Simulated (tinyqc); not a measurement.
Elastic strain and critical thickness of a cubic alloy layer A(1-x)B(x) on a thick substrate: one step, computed by the program tinyqc.

Strain is positive in tension. The layer is coherent with the substrate unless said otherwise.

Task: Equilibrium strain at the thickness h. For h > h_c the same force balance gives the strain left, |e| = |f| A [ln(h/b) + 1]/h, and below h_c e = f; relaxation = 1 - e/f; dislocations per length across each line direction = (|f| - |e|)/(b cos lambda), times 2/3 for the three line sets on (111).

Inputs (values chosen for the exercise, for a model alloy): layer thickness h = 110 nm.

Layer: buried under a thick cap. Misfit dislocation: 60-degree.

critical thickness h_c (Matthews-Blakeslee) = 23.92603 nm

misfit f = 0.01837435

prefactor A = 4.681738 nm

Burgers vector b = 0.3923764 nm

Give: strain left e; relaxation; dislocation line density.

Result:

strain left e = 0.0051896

relaxation = 71.756 %

dislocation line density = 77.601 1/micrometre

h is 4.60 h_c: in equilibrium dislocations lie 12.9 nm apart; slow nucleation and glide can keep a real layer more strained.
